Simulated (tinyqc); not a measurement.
# Resonant-tunnelling diode, transfer matrices and Tsu-Esaki current: current against voltage

Emitter (band edge 0), barrier d1, well Lw, barrier d2, collector (edge -V). The bias drops linearly over these layers and none in the contacts; each layer is cut into ns equal slices, flat at the value of their centres. E is the energy of motion across the layers, C = hbar^2/(2 m0), psi and psi'/m are continuous. Transport is coherent, T(E) is taken as independent of the transverse momentum, and charge in the well is ignored.

For the pair (psi, psi'/m) a flat layer has M = [[cos kd, (m/k) sin kd], [-(k/m) sin kd, cos kd]] with k = sqrt(m (E - U)/C) above its edge U, and M = [[cosh Kd, (m/K) sinh Kd], [(K/m) sinh Kd, cosh Kd]] with K = sqrt(m (U - E)/C) below it. Later slices stand to the left. With M acting on (psi, psi'/m) and v = k/m in each lead, T(E) = 4 vL vR/[(vL vR M12 - M21)^2 + (vR M11 + vL M22)^2]. J = J0 times the integral over E > 0 of T(E) N(E), N = ln[(1 + exp((Ef - E)/Vt))/(1 + exp((Ef - V - E)/Vt))], J0 = q^2 mw m0 kB T/(2 pi^2 hbar^3) (times 1e-4 for A/cm^2 per eV). The integral is converged to the digits shown.

Values chosen for this exercise; masses and offsets of a made-up heterostructure:
- T = 300 K (temperature)
- mw = 0.033 m0 (mass in the well, spacer and contacts)
- U1 = 1.5 eV (barrier height)
- m1 = 0.16 m0 (barrier mass)
- d1 = 0.8 nm (emitter barrier)
- Lw = 4.2 nm (well width)
- d2 = 0.8 nm (collector barrier)
- ns = 2 (slices in each layer)
- Ef = 0.084 eV (Fermi energy of both contacts above their band edges)

Constants: q = 1.602176634e-19 C, kB = 1.380649e-23 J/K, hbar = 1.054571817e-34 J s, m0 = 9.1093837015e-31 kg, Vt = kB T/q, hbar^2/(2 m0) = 0.0380998212 eV nm^2. Results are converted to the units shown.

Current against voltage:
```
V (V)  J (kA/cm^2)
0.039        7.539
0.095        24.95
0.151        62.97
0.207        138.5
0.263        248.2
0.319        330.1
0.375        153.7
0.431        20.29
0.486        10.47
0.542        7.124
0.598        5.553
0.654        4.699
0.71         4.208
```

What does the comparison show?

Among the rows the current peaks at 330 kA/cm^2 at V = 0.319 V and falls to 4.21 kA/cm^2 at 0.71 V, a ratio of 78.4 (it is still falling in the last row, so the valley lies there or beyond). At zero bias the resonance lies at 0.195 eV and the centre of the well takes the share 0.500 of the bias, so the level should reach the emitter band edge near V = 0.389 V; beyond that only the tail of the broadened level (width 12.8 meV at zero bias) and off-resonant tunnelling carry current. Without scattering and space charge the valley comes out far lower than in a real diode. In 6 of the 13 rows the bias alone exceeds 0.4 V, so electrons enter the collector far above its band edge, where real bands are no longer parabolic.

Numbers from tinyqc (`OMP_NUM_THREADS=1 python tinyqc.py 2600139 2600140 out.jsonl`; about 0.1 s on one thread of a shared Intel Xeon 2.30GHz).
